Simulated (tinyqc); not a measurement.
Hubbard chain of 3 sites, step by step. Computed by tinyqc, a small Python program that keeps every step. Settings: hopping = 1.65, U = 1.3, mixing = 1, iteration cap = 52. Command: `OMP_NUM_THREADS=1 python tinyqc.py 25343 25344 out.jsonl` (the two numbers bound the seeds that draw the settings). One thread of a shared host (Intel(R) Xeon(R) Processor @ 2.60GHz), about 0.2 s of CPU time with the checks. Later iterations appear only in the table of the cycle.

## Mean-field iteration 1

one-body matrix (hopping and site energies) (eV), lower triangle:
```
          1         2         3
1   0.48000
2  -1.65000   0.28000
3   0.00000  -1.65000  -0.79000
```

U = 1.30000 eV

electrons, up and down: 1  1

mixing = 1

n(up) at the start (a guess, not normalised): 1 0.33300, 2 0.33300, 3 0.33300

n(down) at the start (a guess): 1 0.33300, 2 0.33300, 3 0.33300

H(up) = T + U n(down), H(down) = T + U n(up); fill the lowest levels; n(new) = n + mixing (n(out) - n); E = tr T (rho up + rho down) + U sum n_up n_down of the output.

levels, up (eV): -1.94884  0.30783  2.90971

levels, down (eV): -1.94884  0.30783  2.90971

energy = -4.25520 eV

n(up) after iteration 1: 1 0.13811, 2 0.41546, 3 0.44643

n(down) after iteration 1: 1 0.13811, 2 0.41546, 3 0.44643

## Mean-field iteration 2

As before.

levels, up (eV): -1.88077  0.24486  2.90590

levels, down (eV): -1.88077  0.24486  2.90590

energy = -4.26589 eV

n(up) after iteration 2: 1 0.17602, 2 0.41723, 3 0.40675

n(down) after iteration 2: 1 0.17602, 2 0.41723, 3 0.40675

## Convergence

Each step fills the lowest levels of T + U n(other spin) and sets n(new) = n + mixing (n(out) - n); stop when output and input agree to 1e-8.

Course of the cycle:
```
iteration      E (eV)  largest |n(out) - n(in)|  mean |n_up - n_down|
1          -4.2552043                  1.95e-01               0.00000
2          -4.2658862                  3.97e-02               0.00000
3          -4.2667184                  1.50e-02               0.00000
4          -4.2668237                  5.69e-03               0.00000
5          -4.2668386                  2.16e-03               0.00000
6          -4.2668408                  8.23e-04               0.00000
7          -4.2668411                  3.13e-04               0.00000
8          -4.2668411                  1.19e-04               0.00000
9          -4.2668411                  4.53e-05               0.00000
10         -4.2668411                  1.72e-05               0.00000
11         -4.2668411                  6.56e-06               0.00000
12         -4.2668411                  2.50e-06               0.00000
13         -4.2668411                  9.51e-07               0.00000
14         -4.2668411                  3.62e-07               0.00000
15         -4.2668411                  1.38e-07               0.00000
16         -4.2668411                  5.24e-08               0.00000
17         -4.2668411                  1.99e-08               0.00000
18         -4.2668411                  7.59e-09               0.00000
```

local moments n_up - n_down: 1 0.00000, 2 0.00000, 3 0.00000

Converged in 18 iterations. Before convergence this energy mixes input and output and is not variational, so it may rise towards its limit.

## The many-body Hamiltonian

Basis: all placements (u, d, 2, 0 on each site), up operators ordered before down ones; hops carry the sign of the same-spin electrons passed.

H (eV), lower triangle:
```
          200       ud0       u0d       du0       020       0ud       d0u       0du
200   2.26000
ud0  -1.65000   0.76000
u0d   0.00000  -1.65000  -0.31000
du0  -1.65000   0.00000   0.00000   0.76000
020   0.00000  -1.65000   0.00000  -1.65000   1.86000
0ud   0.00000   0.00000  -1.65000   0.00000  -1.65000  -0.51000
d0u   0.00000   0.00000   0.00000  -1.65000   0.00000   0.00000  -0.31000
0du   0.00000   0.00000   0.00000   0.00000  -1.65000   0.00000  -1.65000  -0.51000
002   0.00000   0.00000   0.00000   0.00000   0.00000  -1.65000   0.00000  -1.65000

          002
002  -0.28000
```

## Exact diagonalisation (9 states)

Lowest levels of the sector, and the double occupancy of the lowest state.

lowest levels (eV): -4.32065  -2.50681  -1.84948  0.09507  0.17016  1.07027

double occupancy per site = 0.09793

The mean-field solution above lies 0.0538 eV above the exact energy.

## The lowest level by Lanczos steps

From a random start vector (not printed): a_j = <q_j|H|q_j>, b_j = norm of the remainder after orthogonalising; the Ritz value is the lowest eigenvalue of the tridiagonal matrix of a and b so far.

Lanczos:
```
j  a_j (eV)  b_j (eV)  lowest Ritz value (eV)
1   1.16533   3.72163               1.1653299
2  -0.13875   2.95447              -3.2650215
3   1.55181   1.56930              -4.2217068
4   0.49632   1.56651              -4.3045053
5  -0.62700   1.44887              -4.3185617
6   1.39149   1.48711              -4.3203960
7   0.03875   1.69548              -4.3206004
8  -0.29957   0.09493              -4.3206460
9   0.14160         0              -4.3206460
```
